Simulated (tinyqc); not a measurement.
Changing the line length L: electromigration in a confined line: Blech product, Korhonen stress evolution and Black's law. Computed by tinyqc, a small Python program. Command: `OMP_NUM_THREADS=1 python tinyqc.py 3007758 3007759 out.jsonl emigr sweep`. One thread of a shared host (Intel(R) Xeon(R) Processor @ 2.30GHz), about 0.01 s of CPU time with the checks.

The electron wind pushes atoms from the cathode (x = 0) to the anode (x = L); blocking ends build a back stress (tension positive). The input rho is taken not to change with temperature. d sigma/dt = d/dx [kappa (d sigma/dx + G)], with zero flux at both ends and sigma = 0 at t = 0.

Inputs (values chosen for the exercise, close to those used for aluminium lines):

| quantity | value | unit |
|---|---|---|
| resistivity rho | 3.54 | micro-ohm cm |
| atomic volume Omega | 16.6 | angstrom^3 |
| effective charge number Z* | 8 | - |
| prefactor D0 | 1.1e-07 | m^2/s |
| activation energy E | 0.704 | eV |
| effective modulus B | 39 | GPa |
| critical stress sigma_c | 330 | MPa |
| current density j | 2.9 | MA/cm^2 |
| test temperature T | 230 | C |

Start: stress-free.

Constants: e = 1.602176634e-19 C; k_B = 8.617333262e-05 eV/K; k_B = 1.380649e-23 J/K.

Method:
- G = Z* e rho j/Omega; D = D0 exp(-E/(k_B T)); kappa = D B Omega/(k_B T); drift velocity of an unconfined line v = D Z* e rho j/(k_B T). SI: 1 micro-ohm cm = 1e-8 ohm m, 1 MA/cm^2 = 1e10 A/m^2.
- Temperatures in kelvin are T(C) + 273.15.
- At steady state sigma(x) = G (L/2 - x). A void forms only if the cathode stress reaches sigma_c, that is if j L exceeds (j L)_c = 2 Omega (sigma_c)/(Z* e rho). Time scale tau = L^2/kappa.
- sigma(x, t) = G L [1/2 - x/L - 4 sum_(m odd) cos(m pi x/L) exp(-m^2 pi^2 s)/(m pi)^2], s = t/tau, summed to m = 399.
- Solve sigma(0, t) = sigma_c for s; the semi-infinite estimate is t = (pi/kappa) ((sigma_c)/(2 G))^2.

One run for each value:

| line length L (um) | nucleation time (h) | semi-infinite estimate (h) | j L (A/cm) | steady cathode stress (MPa) |
|---|---|---|---|---|
| 13 | 0.004249 | 0.004154 | 3770 | 515 |
| 20 | 0.004154 | 0.004154 | 5800 | 793 |
| 32 | 0.004154 | 0.004154 | 9280 | 1268 |
| 50 | 0.004154 | 0.004154 | 14500 | 1982 |
| 80 | 0.004154 | 0.004154 | 23200 | 3171 |
| 130 | 0.004154 | 0.004154 | 37700 | 5152 |
| 200 | 0.004154 | 0.004154 | 58000 | 7927 |

Over the rows, nucleation time (h) falls from 0.00425 to 0.00415, flat over part of the range. At the high end the exponent of nucleation time is 0.00, close to 0: the far end is not felt. The ratio of nucleation time to semi-infinite estimate falls from 1.02 to 1.00: short lines feel the back stress, and the time diverges as j L approaches the critical product. Lines below it form no void. Left out: 8.00 (a listed quantity is not defined there). Left out: 320, 500 (the series is not converged at so short a time).

Caution (all rows): a steady stress above sigma_c is formal, since a void forms first.
